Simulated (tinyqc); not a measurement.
# On-chip interconnect, size-dependent resistivity and RC delay: effects of single changes

A rectangular line between two neighbours and two ground planes. Surface and grain-boundary scattering are added to the bulk resistivity as corrections; capacitances are parallel-plate values without fringing; inductance is ignored.

Inputs (values chosen for the exercise); metal values close to those of copper:
```
symbol,value,unit,meaning
rho0,1.71,uohm cm,bulk resistivity
lam,39.2,nm,bulk mean free path
ps,0.6,,specular share of surface scattering
Rg,0.4,,reflection coefficient of grain boundaries
gr,1.5,,grain size over the metal width
wd,49,nm,drawn line width
AR,2.2,,"aspect ratio, height over width"
tl,1.1,nm,"liner on both walls and the bottom, not conducting"
sp,74,nm,space to the neighbouring lines
hd,77,nm,dielectric height to the planes above and below
ek,2.7,,relative permittivity of the dielectric
Mf,1,,Miller factor of the neighbours
Lw,25,um,line length
Rd,11000,ohm,driver resistance
Cl,0.075,fF,load capacitance
rho2,6.32,uohm cm,bulk resistivity of the second metal (close to cobalt)
lam2,12.1,nm,mean free path of the second metal
tl2,0.4,nm,liner of the second metal
```

Constants: eps0 = 8.8541878128e-12 F/m. Results are converted to the units shown.

Each table varies one quantity; the others keep the values above.

## Delay against the reflection coefficient of grain boundaries

Metal width x = wd - 2 tl, height y = AR wd - tl; grain boundaries (Mayadas-Shatzkes): al = (lam/(gr x)) Rg/(1 - Rg), g = 1/[1 - 3 al/2 + 3 al^2 - 3 al^3 ln(1 + 1/al)] - 1; surfaces (Fuchs-Sondheimer, thick limit): s = (3/8) lam (1 - ps)(1/x + 1/y); rho = rho0 (1 + g + s); r = rho/(x y); c = eps0 ek (2 wd/hd + 2 Mf AR wd/sp). Elmore delay tE = Rd (c Lw + Cl) + r Lw (c Lw/2 + Cl); t50 is the time at which the far end of a ladder of 30 pi sections (half capacitances at both ends, Cl at the far end, a step applied through Rd) reaches half the step; line share r Lw/(Rd + r Lw); estimate 0.69 Rd (c Lw + Cl) + 0.38 r c Lw^2 + 0.69 r Lw Cl.

The same in every row: c (fF/um) = 0.1001.

Delay against the reflection coefficient of grain boundaries:
```
Rg    rho (uohm cm)  r (ohm/um)  tE (ps)  t50 (ps)  estimate (ps)  line share of the resistance (%)
0.05          2.094       4.193    28.49     19.76          19.66                            0.9439
0.15          2.265       4.535    28.50     19.77          19.67                             1.020
0.25          2.477       4.960    28.51     19.78          19.68                             1.115
0.35          2.749       5.506    28.53     19.79          19.70                             1.236
0.45          3.116       6.241    28.55     19.81          19.72                             1.399
0.55          3.642       7.292    28.59     19.84          19.74                             1.630
0.65          4.460       8.932    28.64     19.88          19.78                             1.990
0.75          5.926       11.87    28.74     19.96          19.86                             2.626
```

Read the table: what changes, and by how much?

As Rg goes from 0.05 to 0.75, r rises from 4.19 to 11.9 ohm/um, c stays at 0.100 fF/um and t50 rises from 19.8 to 20.0 ps. t50/tE lies between 0.694 and 0.695, and the estimate is within 0.52 % of t50.

## Two metals against line width

Metal width x = wd - 2 tl, height y = AR wd - tl; grain boundaries (Mayadas-Shatzkes): al = (lam/(gr x)) Rg/(1 - Rg), g = 1/[1 - 3 al/2 + 3 al^2 - 3 al^3 ln(1 + 1/al)] - 1; surfaces (Fuchs-Sondheimer, thick limit): s = (3/8) lam (1 - ps)(1/x + 1/y); rho = rho0 (1 + g + s); r = rho/(x y). The second metal has rho2, lam2 and tl2 in place of rho0, lam and tl; ps, Rg, gr and AR are shared.

Two metals against line width:
```
wd (nm)  rho, first (uohm cm)  rho, second (uohm cm)  r, first (ohm/um)  r, second (ohm/um)  ratio second/first
5                       20.61                  21.23               7434                4768              0.6413
6.5                     14.15                  17.38               2493                2194              0.8802
8                       11.00                  15.13               1149                1222               1.063
10                      8.665                  13.25              531.6               667.0               1.255
13                      6.771                  11.58              228.0               336.7               1.477
17                      5.430                  10.31              101.1               172.0               1.702
22                      4.509                  9.387              48.15               92.25               1.916
30                      3.720                  8.561              20.62               44.69               2.168
45                      3.028                  7.812              7.227               17.93               2.480
70                      2.551                  7.280              2.460               6.849               2.784
120                     2.199                  6.881             0.7101               2.190               3.084
```

The resistivity of the first metal falls from 20.6 to 2.20 uohm cm and that of the second goes from 21.2 to 6.88 uohm cm as the line widens. The products rho0 lam, which set the size effect, are 67.0 and 76.5 uohm cm nm. The two resistances cross at wd = 7.44 nm: below it the second metal gives the lower line resistance. For widths well under the mean free path the thick-limit surface term is only a guide.

Numbers from tinyqc (`OMP_NUM_THREADS=1 python tinyqc.py 2100031 2100032 out.jsonl`; about 0.01 s on one thread of a shared Intel Xeon 2.30GHz).
